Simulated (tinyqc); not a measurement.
Metal-interlayer-semiconductor contact, depinning against tunnelling resistance: one step of the calculation.

Zero bias, n-type semiconductor. Gap states at the semiconductor surface thin out as exp(-be ti), which unpins the barrier; electrons must then cross the interlayer (a rectangular barrier, no voltage drop across it) and the parabolic depleted layer, both by WKB. Energies E are counted from the Fermi level; no image force, parabolic bands.

Task. Exponents and integrand on an energy grid. With U = phiB - xi: for xi < E < phiB, y = (E - xi)/U and G1 = (U/E00) [sqrt(1 - y) - y ln((1 + sqrt(1 - y))/sqrt(y))], G1 = 0 above phiB; G2 = 2 ti sqrt(mi max(phiB + dE - E, 0)/C), C = hbar^2/(2 m0); f = 1/(1 + exp(E/Vt)); integrand exp(-G1 - G2) f.

Inputs (values chosen for the exercise); semiconductor values close to those of germanium; interlayer mass of the order of that in titanium dioxide, offset chosen freely:
- T = 300 K (temperature)
- ti = 1.5 nm (interlayer thickness)
- dE = 0.18 eV (conduction-band offset of the interlayer above the semiconductor)
- mi = 0.29 m0 (tunnelling mass in the interlayer)

Constants: q = 1.602176634e-19 C, kB = 1.380649e-23 J/K, hbar = 1.054571817e-34 J s, m0 = 9.1093837015e-31 kg, Vt = kB T/q, hbar^2/(2 m0) = 0.0380998212 eV nm^2. Results are converted to the units shown.

E, point 0 to 12 (eV): [0, 0.04, 0.08, 0.12, 0.16, 0.2, 0.24, 0.28, 0.32, 0.36, 0.4, 0.44, 0.48]
phiB = 0.55780214 eV
xi = -0.0037038444 eV
E00 = 0.039360156 eV

Find: G1; G2; f; integrand.

Result.

G1, point 0 to 12: [13.92, 11.53, 9.75, 8.23, 6.90, 5.73, 4.68, 3.73, 2.90, 2.16, 1.51, 0.96, 0.50]
G2, point 0 to 12: [7.109, 6.914, 6.713, 6.506, 6.291, 6.070, 5.840, 5.600, 5.350, 5.087, 4.810, 4.517, 4.202]
f, point 0 to 12: [0.5000, 0.1755, 0.04333, 0.009548, 0.002048, 4.365e-4, 9.293e-5, 1.978e-5, 4.210e-6, 8.959e-7, 1.907e-7, 4.058e-8, 8.637e-9]
integrand, point 0 to 12 (in units of 1e-9): [0.369, 1.707, 3.082, 3.803, 3.805, 3.286, 2.521, 1.746, 1.104, 0.641, 0.344, 0.170, 0.078]

Program tinyqc, `OMP_NUM_THREADS=1 python tinyqc.py 2270144 2270145 out.jsonl`; Intel Xeon 2.30GHz, shared host, one thread, about 0.04 s.
